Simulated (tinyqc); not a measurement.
# Space-charge-limited current with shallow traps, step by step

Numbers from tinyqc (`OMP_NUM_THREADS=1 python tinyqc.py 2370105 2370106 out.jsonl`; about 0.01 s on one thread of a shared Intel Xeon 2.30GHz). Printed values are rounded.

One carrier type, drift only, an injecting contact at x = 0 (zero field) and thickness L. The share th = y/(1 + y), y = (Nc/Nt) exp(-Et/kB T), of the injected charge is free: J = q mu n F, eps0 eps_r dF/dx = q (n - n0)/th.

Parameters, values chosen for the exercise:
```
symbol   value        unit                              meaning
T          350           K                          temperature
eps_r     15.6                            relative permittivity
mu          14  cm^2/(V s)                             mobility
L         1900          nm                            thickness
Nc      9.7e20       cm^-3               band density of states
Nt      5.4e16       cm^-3                         trap density
Et        0.51          eV                           trap depth
n0      4.8e11       cm^-3  free carrier density in equilibrium
V           37           V                              voltage
```

Constants: q = 1.602176634e-19 C, kB = 1.380649e-23 J/K, Vt = kB T/q, eps0 = 8.8541878128e-14 F/cm where lengths are in cm. Results are converted to the units shown.

Range of the model: Diffusion and a field-dependent mobility are left out. With injecting contacts the diffusion current, about 4 pi^2 Vt th eps0 eps_r mu V/L^3, equals the Mott-Gurney current at V = 35 kB T/q (0.9 V at 300 K), so the drift-only result needs V well above that.

## Limits and characteristic voltages

Ohmic J = q n0 mu V/L; Mott-Gurney J = (9/8) th eps0 eps_r mu V^2/L^3; they cross at Vx = 8 q n0 L^2/(9 th eps0 eps_r); traps fill at V_TFL = q Nt L^2/(2 eps0 eps_r).

th = 8.134816e-4
ohmic J = 0.2096659 A/cm^2
Mott-Gurney J = 3.532192 A/cm^2
Vx = 2.196267 V
V_TFL = 113.0598 V

## The exact current

Exact: with u = n0/n(L), w = -u - ln(1 - u) and v = -u - u^2/2 - ln(1 - u), V = (q n0 L^2/(th eps0 eps_r)) v/w^2 and J = q^2 n0^2 mu L/(th eps0 eps_r w). v/w^2 falls steadily with u, so u follows by bisection.

v/w^2 = 14.97490
u = 0.08459939
w = 0.003794095
J = 3.690249 A/cm^2
exit field over V/L = 1.489001

J is 1.4 % below the plain sum of the two limits; the exit field lies between the ohmic 1 and the Mott-Gurney 1.5.
